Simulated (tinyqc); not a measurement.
Worked calculation: Ewald sum of point charges, zinc blende lattice. Computed by tinyqc, a small Python program that keeps every step. Command: `OMP_NUM_THREADS=1 python tinyqc.py 26335 26336 out.jsonl` (the two numbers bound the seeds that draw the settings). One thread of a shared host (Intel(R) Xeon(R) Processor @ 2.60GHz), about 0.03 s of CPU time with the checks.

## Ewald sum with eta = 0.363 1/bohr

cell vectors (rows) (bohr):
```
,1,2,3
1,0.0000,4.9200,4.9200
2,4.9200,0.0000,4.9200
3,4.9200,4.9200,0.0000
```

Charges:
```
q,f1,f2,f3
1.0000,0.0000,0.0000,0.0000
-1.0000,0.2500,0.2500,0.2500
```

Real space: 1/2 sum q_i q_j erfc(eta r)/r over all images with r > 0; reciprocal space: (2 pi/V) sum_(G != 0) exp(-G^2/4 eta^2)/G^2 |S(G)|^2 with S(G) = sum q exp(i G.r); self term -eta/sqrt(pi) sum q^2; background -pi Q^2/(2 V eta^2), Q the total charge.

Real-space shells (first ones):
```
r (bohr),pairs,sum (hartree)
4.2608,8,-0.0270
6.9579,24,0.0006
8.1589,24,-4.13e-05
9.8400,12,2.67e-07
10.7229,24,-4.14e-08
12.0515,48,1.22e-09
12.7825,32,-6.64e-11
13.9159,24,0
14.5536,48,0
15.5584,48,0
16.1313,24,0
```

Reciprocal shells (first ones that count):
```
G^2 (1/bohr^2),vectors,sum (hartree)
1.2232,8,0.0339
1.6309,6,0.0176
4.4850,24,5.69e-05
4.8927,8,1.60e-05
7.7468,24,6.76e-08
8.1545,24,5.93e-08
11.0086,32,1.30e-10
```

## The total does not depend on eta

The same sums for other eta.

Totals (hartree per cell):
```
eta,real,reciprocal,self,background,total
0.3630,-0.0264,0.0515,-0.4096,0.0000,-0.384444
0.4790,-0.0037,0.1597,-0.5405,0.0000,-0.384444
0.7100,-1.77e-05,0.4167,-0.8011,0.0000,-0.384444
```

shortest distance = 4.2608 bohr

Madelung constant -E d / (formula units |q+ q-|) = 1.6381
